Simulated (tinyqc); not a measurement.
Plane-wave Kohn-Sham cycle with exchange-only LDA in a layered model solid, step by step. One step of it, computed by the program tinyqc.

Task: Iteration 2: Hamiltonian at one k. H(m,m') = (k + G_m)^2/2 delta + V(G_m - G_m'), with V(-G) = V(G).

A solid whose potential varies along x alone (atomic units):
```
parameter,value
period a,11.300000
cross-section of the cell,34.000000
electrons per cell,4
grid points,16
"plane waves -n..n, n",3
k points,3
V1 in V1 cos(2 pi x/a),-0.420000
```

V(G_m), m = 0, 1, 2, ... (hartree): -0.188494  -0.025228  0.011542  -0.001006  0.000377  -0.000030  0.000240

k = 0.000000 2 pi / a

Give: H.

Result:

H (hartree), lower triangle:
```
,-3,-2,-1,+0,+1,+2,+3
-3,1.2028
-2,-0.0252,0.4299
-1,0.0115,-0.0252,-0.0339
+0,-0.0010,0.0115,-0.0252,-0.1885
+1,0.0004,-0.0010,0.0115,-0.0252,-0.0339
+2,0.0000,0.0004,-0.0010,0.0115,-0.0252,0.4299
+3,0.0002,0.0000,0.0004,-0.0010,0.0115,-0.0252,1.2028
```
